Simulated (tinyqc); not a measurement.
What moves the results: valley splitting of a silicon quantum well in envelope theory. A value that a table varies takes the place of the one given here.

The well lies at 0 < z < L; U(z) = V0 [1/(1 + exp(z/w)) + 1/(1 + exp((L - z)/w))] - e F z, 1 mV/nm = 1e-4 eV/angstrom. The envelope psi solves -(c/ml) psi'' + U psi = E psi, c = hbar^2/2m0, by three-point differences on a grid of 0.1 angstrom from -40 to L + 40 angstrom. The two valleys at +/- k0 couple through D = C0 times the integral of exp(-i q z) U(z) psi^2, q = 2 k0 (2 pi/a), and split by Ev = 2|D|.

Random alloy: with Y(z) = Yw + (Yb - Yw) B(z), B the bracket in U, and in-plane density exp(-r^2/ad^2)/(pi ad^2), D gains a random complex part of variance sigma^2 = (C0^2/pi)(a^2 V0/(8 ad (Yb - Yw)))^2 (4/a) times the integral of psi^4 Y (1 - Y). Alone it gives a mean splitting sqrt(pi) sigma; together with the smooth part the rms splitting is 2 sqrt(|D|^2 + sigma^2).

Constants: hbar^2/2m0 = 3.80998211 eV angstrom^2.

Parameters, chosen for this exercise (near those of a strained Si well in SiGe; the results hold for these values, not for the real material): L = 58 angstrom (well width); V0 = 0.17 eV (conduction offset); ml = 0.902 m0 (mass along z); F = 4.7 mV/nm (field pressing towards the upper interface); k0 = 0.833 2 pi/a (valley position); a = 5.431 angstrom (lattice constant); C0 = 0.268 (Bloch overlap factor); Yb = 0.26 (Ge share of the barrier); Yw = 0 (Ge share of the well); ad = 130 angstrom (dot radius); ws = (0.2, 0.6, 0.9, 1.5, 2, 3.3, 3.9) angstrom (interface widths); Ls = (58, 59.4, 60.7, 62.1, 63.4, 64.8, 66.1, 67.5) angstrom (widths in steps of one atomic layer, a/4, rounded to the grid); F2 = 1 mV/nm (second field, zero or weak); w1 = 0.7 angstrom (interface width for this table); w = 1.1 angstrom (interface width parameter).

## Sharpness of the interface

The smooth part 2|D| and the disorder part against w, beside y/sinh(y) with y = pi q w. The 12 to 88 % width of the step is 4w.

Results:

| w (angstrom) | 4w (angstrom) | 2\|D\| (micro-eV) | y/sinh(y) | sqrt(pi) sigma (micro-eV) |
|---|---|---|---|---|
| 0.2 | 0.8 | 131.70 | 0.79 | 7.6 |
| 0.6 | 2.4 | 35.64 | 0.19 | 8.8 |
| 0.9 | 3.6 | 8.96 | 0.047 | 10.1 |
| 1.5 | 6.0 | 0.36 | 0.0021 | 13.5 |
| 2.0 | 8.0 | 0.02 | 0.00013 | 17.1 |
| 3.3 | 13.2 | 0.00 | 8.4e-08 | 29.2 |
| 3.9 | 15.6 | 0.00 | 2.6e-09 | 36.2 |

How do the results move?

The smooth part needs a Fourier component of U psi^2 at a wavelength of 3.26 angstrom; from the first row to the third it falls by a factor 14.7, while y/sinh(y) falls by 16.9 (the envelope near the step and the phase between the two interfaces change too). The disorder part goes from 7.6 to 36.2 micro-eV, growing as the electron overlaps more alloy. It takes over between w = 0.6 and 0.9 angstrom, that is a step 2.4 to 3.6 angstrom wide, with 1.36 angstrom to an atomic layer.

## Adding atomic layers

The smooth splitting Ev = 2|D| with w = w1, at the field F2 and at F.

Results:

| L (angstrom) | q L mod 2 pi | Ev at F2 (micro-eV) | Ev at F (micro-eV) |
|---|---|---|---|
| 58.0 | 4.98 | 18.5 | 23.1 |
| 59.4 | 1.39 | 4.15 | 16.4 |
| 60.7 | 3.90 | 15.0 | 20.6 |
| 62.1 | 0.31 | 10.2 | 18.2 |
| 63.4 | 2.82 | 8.58 | 17.5 |
| 64.8 | 5.52 | 13.3 | 19.4 |
| 66.1 | 1.74 | 3.46 | 16.2 |
| 67.5 | 4.44 | 12.5 | 18.8 |

How do the results move?

At F2 the splitting swings between 3.46 and 18.5 micro-eV, a ratio of 5.36, as the two interfaces add with the phase q L, which advances on average by 2.62 rad a layer. At F the ratio is 1.42, where in the first row psi^2 at the upper interface is 5.71 times that at the lower one: the field unbalances the two contributions, which fills in the minima.

## What each parameter does

Orbital spacing, psi^2 at z = L, the smooth splitting and sigma; V0 is held fixed when Yw changes. Each row changes one parameter from the base and keeps the others.

Results:

| case | E2 - E1 (meV) | psi^2(L) (1e-3/angstrom) | 2\|D\| (micro-eV) | sigma (micro-eV) |
|---|---|---|---|---|
| base | 28.98 | 2.970 | 3.23 | 6.3 |
| ad = 170 angstrom | 28.98 | 2.970 | 3.23 | 4.8 |
| Yw = 0.03 | 28.98 | 2.970 | 3.23 | 71.3 |
| L = 64 angstrom | 25.28 | 2.728 | 2.57 | 5.7 |
| V0 = 0.213 eV | 30.04 | 2.335 | 3.22 | 6.5 |
| w = 1.43 angstrom | 29.45 | 2.797 | 0.53 | 7.4 |
| F = 7.05 mV/nm | 30.61 | 3.984 | 4.04 | 8.2 |
| k0 = 0.813 2 pi/a | 28.98 | 2.970 | 2.77 | 6.3 |
| C0 = 0.322 | 28.98 | 2.970 | 3.88 | 7.5 |

What does this show?

The largest shifts from the base row, up to three for each result and ties (the steps differ in size, so this ranks the rows, not the parameters). E2 - E1 (meV): L -3.70, F +1.63, V0 +1.06; unchanged at the printed digits by ad, Yw, k0 and C0. psi^2(L) (1e-3/angstrom): F +1.014, V0 -0.635, L -0.242; unchanged at the printed digits by ad, Yw, k0 and C0. 2|D| (micro-eV): w -2.70, F +0.81, L -0.67; unchanged at the printed digits by ad and Yw. sigma (micro-eV): Yw +65.0, F +1.9, ad -1.5; unchanged at the printed digits by k0.

tinyqc: `OMP_NUM_THREADS=1 python tinyqc.py 1250751 1250752 out.jsonl`; about 0.08 s, one thread, shared Intel(R) Xeon(R) Processor @ 2.30GHz.
